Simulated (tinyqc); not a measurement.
Narrowing from the saturation current.

Question. A uniform n-type emitter has J0 = (q p0 D/L)(s + tanh(W/L))/(1 + s tanh(W/L)), D = mup Vt, s = S L/D, and p0 = (ni^2/N) exp(dE_app/kB T), where dE_app = dEg + kB T ln[(N/Nc) exp(-eta)]. Find p0, dE_app and dEg.

Parameters, values chosen for the exercise; band and dielectric values close to those of silicon:
```
symbol,value,unit,meaning
T,300,K,temperature
Nc,2.77e19,cm^-3,conduction-band density of states at 300 K
N,6.4e18,cm^-3,ionised donor density
mup,180,cm^2/(V s),minority-hole mobility
W,250,nm,emitter width
S,9300,cm/s,recombination velocity at the contact
```

Constants: q = 1.602176634e-19 C, kB = 1.380649e-23 J/K, Vt = kB T/q. Results are converted to the units shown.

J0 = 111.39430 fA/cm^2
L = 5583.8955 nm
ni = 7.2127711e9 cm^-3
converged eta = -1.3837094

Solution. J0 gives p0, its ratio to ni^2/N gives dE_app, and the degeneracy term is taken off.

p0 = 75.47 cm^-3
dE_app = 57.61 meV
dEg = 59.71 meV

Numbers from tinyqc (`OMP_NUM_THREADS=1 python tinyqc.py 2330026 2330027 out.jsonl`; about 0.01 s on one thread of a shared Intel Xeon 2.30GHz).
